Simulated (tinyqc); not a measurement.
Inside a calculation: WKB tunnelling through a gate dielectric with a two-band (Franz) dispersion. Values are carried at full precision from step to step, so a last printed digit may differ when a step is redone from the rounded ones.

Constants: hbar^2/2m0 = 3.80998211 eV angstrom^2.

Inputs chosen for the exercise (of the size used for SiO2 on silicon; the results hold for these values, not for the real material): phi = 3.32 eV (barrier above the electron energy at the emitter); t = 35 angstrom (thickness); V = 0.5 V (voltage across the layer); Eg = 9.29 eV (gap of the dielectric); m = 0.44 m0 (mass at the conduction edge).

## Shape of the barrier

Field V/t (1 V/angstrom = 100 MV/cm), the end of the forbidden region x_e = min(t, phi t/V), and u there.

field = 1.43 MV/cm
x_e = 35.00 angstrom
u(x_e) = 2.820 eV

V < phi: a trapezoid, direct tunnelling through the whole layer.

## Decay constant through the layer

At depth x the conduction edge lies u(x) = phi - V x/t above the electron. Parabolic: kappa = sqrt(m u/c). Franz: kappa = sqrt(m u (1 - u/Eg)/c), which vanishes at both band edges. c = hbar^2/2m0. T = exp(-2 integral of kappa dx) over the region u > 0; no image force, no prefactor, zero transverse momentum. The region ends at x_e = min(t, phi t/V); x_e < t is the Fowler-Nordheim regime.

Nine points x = j x_e/8.

kappa (1/angstrom):

| x (angstrom) | u (eV) | parabolic | Franz |
|---|---|---|---|
| 0.000 | 3.3200 | 0.6192 | 0.4964 |
| 4.375 | 3.2575 | 0.6133 | 0.4943 |
| 8.750 | 3.1950 | 0.6074 | 0.4920 |
| 13.125 | 3.1325 | 0.6015 | 0.4897 |
| 17.500 | 3.0700 | 0.5954 | 0.4872 |
| 21.875 | 3.0075 | 0.5893 | 0.4846 |
| 26.250 | 2.9450 | 0.5832 | 0.4820 |
| 30.625 | 2.8825 | 0.5770 | 0.4792 |
| 35.000 | 2.8200 | 0.5707 | 0.4762 |

At the emitter the Franz value is 19.8 % below the parabolic one, the factor sqrt(1 - phi/Eg).

## The integrals by Simpson's rule

Weights 1, 4, 2, 4, 2, 4, 2, 4, 1 times a third of the spacing.

integral of kappa dx: parabolic 20.834, Franz 17.042

## The integrals in closed form

Parabolic: (2/3) sqrt(m/c) (t/V) (phi^(3/2) - u_e^(3/2)). Franz: sqrt(m/c) Eg^(3/2) (t/V) (f(phi/Eg) - f(u_e/Eg)) with f(y) = ((2y - 1) sqrt(y (1 - y)) + arcsin(sqrt y))/4. u_e = max(phi - V, 0). T = exp(-2 I).

integral of kappa dx: parabolic 20.8344, Franz 17.0420

T: parabolic 8.01e-19, Franz 1.58e-15

The two-band dispersion raises T by a factor 1.97e+03.

## Checks

- Franz integral in closed form against adaptive quadrature: both 17.0420.

Run: tinyqc, `OMP_NUM_THREADS=1 python tinyqc.py 1480201 1480202 out.jsonl`; Intel(R) Xeon(R) Processor @ 2.30GHz, one thread, shared host; about 0.01 s of CPU time with all checks.
